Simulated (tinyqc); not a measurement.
Worked calculation: ROHF in the 6-311g basis, for H2, spin multiplicity 3. One step of it, computed by the program tinyqc.

Question. Iteration 4: DIIS coefficients. Solve [B -1; -1 0][c; lambda] = [0; -1] for the coefficients, which sum to one.

B (overlaps of the stored error matrices):
```
                1               2              3              4
1   1.0575593e-02  -5.2743882e-05  6.6179735e-05  6.4947494e-06
2  -5.2743882e-05   4.0066794e-04  3.9681550e-05  6.4744098e-07
3   6.6179735e-05   3.9681550e-05  4.8004471e-06  1.3744333e-07
4   6.4947494e-06   6.4744098e-07  1.3744333e-07  7.3951402e-09
```

Give: DIIS coefficients.

Answer.

DIIS coefficients: -0.0001  0.0061  -0.0796  1.0736
